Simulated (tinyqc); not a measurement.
Comparisons within one model: defect-molecule model of a vacancy with Jahn-Teller distortion. A value that a table varies takes the place of the one given here.

Four dangling hybrids a, b, c, d point into the vacancy: H_ii = E0, and -gm between any two. A tetragonal distortion Q pairs a with b and c with d: those two couplings become -gm - I Q and the other four -gm + I Q/2, at an elastic cost k Q^2/2. The a1 level holds two electrons; charge states 2+, + and 0 put n = 0, 1, 2 more into the lowest level of t2 origin. Energy from the 2+ state at Q = 0, with the Fermi level mu counted from Ev: W_n(Q) = n (et - 2 I Q) + k Q^2/2 + Uc n (n - 1)/2 - n mu. et = E0 + gm is the undistorted t2 level.

Constants: kB = 8.617333262e-05 eV/K.

Inputs chosen for the exercise (of the size used for the vacancy in silicon; not measured data): E0 = -0.07 eV (level of a dangling hybrid, from Ev); gm = 0.39 eV (coupling between two dangling hybrids); I = 1.16 eV/angstrom (Jahn-Teller coupling); k = 15.5 eV/angstrom^2 (force constant of the mode); Uc = 0.27 eV (repulsion of two electrons in one orbital); T = 400 K (temperature); mu1 = -0.01 eV (first Fermi level).

## Occupation against the Fermi level

Weights g_n exp(-W_n/kT) with W_n = n et - n^2 E_JT + Uc n (n - 1)/2 - n mu, E_JT = 2 I^2/k, degeneracies 1, 6 (spin and three axes) and 3; mu = mu1 + 0.03 j eV.

Shares:
```
mu (eV)      2+       +       0  mean charge
-0.01    0.9368  0.0602  0.0030       1.9337
0.02     0.8533  0.1309  0.0157       1.8376
0.05     0.6796  0.2490  0.0715       1.6081
0.08     0.4041  0.3535  0.2423       1.1618
0.11     0.1537  0.3210  0.5254       0.6283
0.14     0.0393  0.1957  0.7650       0.2742
0.17     0.0081  0.0960  0.8959       0.1121
0.20     0.0015  0.0429  0.9556       0.0459
0.23     0.0003  0.0184  0.9813       0.0190
```

U_eff = Uc - 2 E_JT = -0.077 eV and kT = 34.5 meV. The + state reaches at most 35.4 % on these rows, at mu = 0.08 eV. The mean charge goes from 1.93 to 0.02. Rows with mu < 0 lie in the valence band and are formal.

## When U turns negative

The force constant is varied. E_JT = 2 I^2/k, E(2+/+) = et - E_JT, E(+/0) = et - 3 E_JT + Uc, U_eff = Uc - 2 E_JT.

Against k:
```
k (eV/angstrom^2)  E_JT (eV)  (2+/+) (eV)  (+/0) (eV)  U_eff (eV)  Q of the neutral state (angstrom)
8                     0.3364      -0.0164     -0.4192     -0.4028                             0.5800
12                    0.2243       0.0957     -0.0828     -0.1785                             0.3867
16                    0.1682       0.1518      0.0854     -0.0664                             0.2900
24                    0.1121       0.2079      0.2536      0.0457                             0.1933
32                    0.0841       0.2359      0.3377      0.1018                             0.1450
48                    0.0561       0.2639      0.4218      0.1579                             0.0967
64                    0.0420       0.2779      0.4638      0.1859                             0.0725
96                    0.0280       0.2920      0.5059      0.2139                             0.0483
```

k at which U_eff = 0 = 19.93 eV/angstrom^2

Levels below 0 lie in the valence band. U_eff is negative for k below 4 I^2/Uc = 19.9: 3 of the 8 rows. The gain grows as n^2, so the second electron wins 3 E_JT where the first wins E_JT. For a stiff lattice the levels tend to et = 0.320 and et + Uc = 0.590 eV. Distortions above about 0.5 angstrom (1 of the rows) are beyond a linear coupling.

## What each parameter does

E_JT = 2 I^2/k, E(2+/+) = et - E_JT, E(+/0) = et - 3 E_JT + Uc, U_eff = E(+/0) - E(2+/+); a1 level E0 - 3 gm. Each row changes one parameter from the base and keeps the others.

Results:
```
case                     (2+/+) (eV)  (+/0) (eV)  U_eff (eV)  a1 (eV)
base                          0.1464      0.0691     -0.0773  -1.2400
E0 = -0.02 eV                 0.1964      0.1191     -0.0773  -1.1900
gm = 0.43 eV                  0.1864      0.1091     -0.0773  -1.3600
I = 1.276 eV/angstrom         0.1099     -0.0403     -0.1502  -1.2400
k = 17.05 eV/angstrom^2       0.1622      0.1165     -0.0457  -1.2400
Uc = 0.33 eV                  0.1464      0.1291     -0.0173  -1.2400
```

The largest shifts from the base row, up to three for each result and ties (the steps differ in size, so this ranks the rows, not the parameters). (2+/+) (eV): E0 +0.0500, gm +0.0400, I -0.0365; unchanged at the printed digits by Uc. (+/0) (eV): I -0.1094, Uc +0.0600, E0 +0.0500. U_eff (eV): I -0.0729, Uc +0.0600, k +0.0316; unchanged at the printed digits by E0 and gm. a1 (eV): gm -0.1200, E0 +0.0500; unchanged at the printed digits by I, k and Uc. E0 and gm move both levels alike, so U_eff depends on I, k and Uc alone.

(tinyqc, `OMP_NUM_THREADS=1 python tinyqc.py 1480908 1480909 out.jsonl`, Intel(R) Xeon(R) Processor @ 2.30GHz, 1 thread, shared host, about 0.01 s.)
